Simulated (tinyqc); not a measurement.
Phonon transmission through an interface between two chains by Green functions: one step, computed by the program tinyqc.

Two semi-infinite chains (masses m_1, m_2; springs k_1, k_2), motion along the chain. The central region holds the end atom of each chain and three interlayer atoms of mass m_b, joined by springs k_b. lambda = omega^2 in eV/(angstrom^2 u); nu = 15.6333042 THz x sqrt(lambda).

Task: Self-energies and the matrix at the probe frequency. In chain i, sin(q_i a/2) = nu/nu_max,i. An outgoing wave makes the next atom move as exp(i q_i a) times the end atom, so the lead adds the self-energy Sigma_i = -k_i exp(i q_i a) to the force-constant matrix; Gamma_i = -2 Im Sigma_i = 2 k_i sin(q_i a). A = lambda M - K - Sigma over the central atoms, with K_ii the sum of the springs at i, K_(i,i+1) = -k_b; G = inverse of A; transmission = Gamma_1 Gamma_2 |G_(first,last)|^2.

Inputs (values chosen for the exercise, for two model chains): mass m_1 = 51.1 u; spring k_1 = 9.55 eV/angstrom^2; mass m_2 = 31.7 u; spring k_2 = 15.9 eV/angstrom^2; junction spring k_b = 1.96 eV/angstrom^2; interlayer mass m_b = 34.7 u.

Atoms in the interlayer: three.

probe frequency = 7.974878 THz

band top of chain 1 = 13.51674 THz

band top of chain 2 = 22.14368 THz

Constants: nu for 1 eV/(angstrom^2 u) = 15.6333042 THz.

Give: q_1 a; q_2 a; Gamma_1; Gamma_2; A (complex symmetric).

Result:

q_1 a = 1.262 rad

q_2 a = 0.7368 rad

Gamma_1 = 18.20 eV/angstrom^2

Gamma_2 = 21.37 eV/angstrom^2

A (complex symmetric) (eV/angstrom^2), rows end of 1, layer 1, layer 2, layer 3, end of 2:
```
[[4.69+9.10i, 1.96, 0.00, 0.00, 0.00],
 [1.96, 5.11, 1.96, 0.00, 0.00],
 [0.00, 1.96, 5.11, 1.96, 0.00],
 [0.00, 0.00, 1.96, 5.11, 1.96],
 [0.00, 0.00, 0.00, 1.96, 2.16+10.68i]]
```
